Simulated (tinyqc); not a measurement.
Comparisons within one model: parabolic quantum dot in a magnetic field (Fock-Darwin). A value that a table varies takes the place of the one given here.

Two dimensions, V = m w0^2 r^2/2, one valley. hbar wc = 2 muB B/m, W = sqrt(w0^2 + wc^2/4), E(n, l, s) = (2n + |l| + 1) hbar W - l hbar wc/2 + s gs muB B, n = 0, 1, ..., l = 0, +/-1, ..., s = +/-1/2; length lam = sqrt(2c/(m hbar W)), c = hbar^2/2m0.

Two electrons, first order in the Coulomb energy: the singlet (0,0)^2 has 2W + J0 and the lowest triplet (0,0)(0,1) has 3W - wc/2 + J0/2 - Ez, with J0 = sqrt(pi/2) q/(eps lam), q = e^2/(4 pi eps0), Ez = |gs| muB B.

Exact treatment: the centre of mass separates with energy W, and the relative motion obeys [-(2c/m) Laplacian + (2c/m) r^2/(2 lam^2)^2 + q/(eps r)] psi = e_l psi for angular number l, solved in 14 Gaussians r^l exp(-a r^2), a = 1.7^i/(4 lam^2), i = -3 to 10. E(S) = W + e_0, E(T) = W + e_1 - wc/2 - Ez.

Constants: muB = 5.788381798e-05 eV/T; hbar^2/2m0 = 3.80998211 eV angstrom^2; e^2/(4 pi eps0) = 14.39964547 eV angstrom.

Inputs chosen for the exercise (near those of a gate-defined dot in InAs; not measured data):

| symbol | value | unit | meaning |
|---|---|---|---|
| m | 0.0305 | m0 | mass |
| gs | -7.63 |  | g factor |
| w0 | 7.6 | meV | confinement energy hbar w0 |
| Bs | (0, 0.5, 1, 1.6, 2.4, 3.6, 5.2) | T | fields |
| eps | 15 |  | dielectric constant |
| B | 1.64 | T | magnetic field |

## Levels against field

Six orbital levels without the Zeeman term.

Levels (meV):

| B (T) | (0,0) | (0,1) | (0,-1) | (0,2) | (1,0) | (0,3) |
|---|---|---|---|---|---|---|
| 0 | 7.600 | 15.200 | 15.200 | 22.800 | 22.800 | 30.400 |
| 0.50 | 7.659 | 14.369 | 16.267 | 21.079 | 22.977 | 27.789 |
| 1.0 | 7.833 | 13.769 | 17.565 | 19.704 | 23.500 | 25.640 |
| 1.6 | 8.184 | 13.332 | 19.405 | 18.479 | 24.552 | 23.627 |
| 2.4 | 8.860 | 13.166 | 22.276 | 17.472 | 26.581 | 21.777 |
| 3.6 | 10.220 | 13.607 | 27.271 | 16.994 | 30.659 | 20.382 |
| 5.2 | 12.456 | 15.043 | 34.781 | 17.631 | 37.368 | 20.218 |

(0,2) crosses (0,-1) where W = 3 wc/2, that is wc = w0/sqrt(2), B = 1.42 T, and (0,3) crosses it at W = wc, B = 2.31 T. States with n = 0 and l >= 0 draw together into the lowest Landau level: their spacing W - wc/2 shrinks from 7.60 to 2.59 meV, while (0,-1) climbs to 22.32 meV above (0,0).

## Singlet against triplet in a field

For each field, first order and exact.

Energies (meV):

| B (T) | J0 | W - wc/2 | Ez | E(T) - E(S), first order | exact |
|---|---|---|---|---|---|
| 0 | 6.636 | 7.600 | 0.000 | 4.282 | 5.19 |
| 0.50 | 6.662 | 6.710 | 0.221 | 3.158 | 4.07 |
| 1.0 | 6.737 | 5.936 | 0.442 | 2.125 | 3.03 |
| 1.6 | 6.886 | 5.148 | 0.707 | 0.998 | 1.91 |
| 2.4 | 7.165 | 4.306 | 1.060 | -0.337 | 0.59 |
| 3.6 | 7.695 | 3.387 | 1.590 | -2.050 | -1.11 |
| 5.2 | 8.495 | 2.587 | 2.297 | -3.957 | -3.00 |

Exactly, the triplet drops below the singlet between 2.4 and 3.6 T. First order puts the crossing between 1.6 and 2.4 T; with J0/W = 0.87 at zero field it misses the splitting there by 0.91 meV. From the first row to the last the orbital cost falls by 5.01 meV, the Coulomb gain J0/2 (half direct, half exchange) grows by 0.93 meV and the Zeeman gain by 2.30 meV. States of higher angular number, which take over at higher fields, in soft dots already within such a table, are left out.

## What each parameter does

The two modes W +/- wc/2, lam and the exact E(T) - E(S), with q = e^2/(4 pi eps0) and Ez = |gs| muB B. Each row changes one parameter from the base and keeps the others.

Results:

| case | upper mode (meV) | lower mode (meV) | lam (angstrom) | E(T) - E(S) (meV) |
|---|---|---|---|---|
| base | 11.325 | 5.100 | 174.4 | 1.84 |
| B = 2.46 T | 13.588 | 4.251 | 167.4 | 0.49 |
| w0 = 9.5 meV | 13.109 | 6.884 | 158.1 | 3.29 |
| m = 0.0351 m0 | 10.771 | 5.362 | 164.0 | 2.00 |
| gs = -11.45 | 11.325 | 5.100 | 174.4 | 1.48 |
| eps = 12.8 | 11.325 | 5.100 | 174.4 | 1.54 |

The largest shifts from the base row, up to three for each result and ties (the steps differ in size, so this ranks the rows, not the parameters). upper mode (meV): B +2.263, w0 +1.784, m -0.554; unchanged at the printed digits by gs and eps. lower mode (meV): w0 +1.784, B -0.849, m +0.262; unchanged at the printed digits by gs and eps. lam (angstrom): w0 -16.3, m -10.4, B -7.1; unchanged at the printed digits by gs and eps. E(T) - E(S) (meV): w0 +1.45, B -1.35, gs -0.36.

Program tinyqc; command `OMP_NUM_THREADS=1 python tinyqc.py 1280184 1280185 out.jsonl`; about 0.08 s on one thread of a shared Intel(R) Xeon(R) Processor @ 2.30GHz.
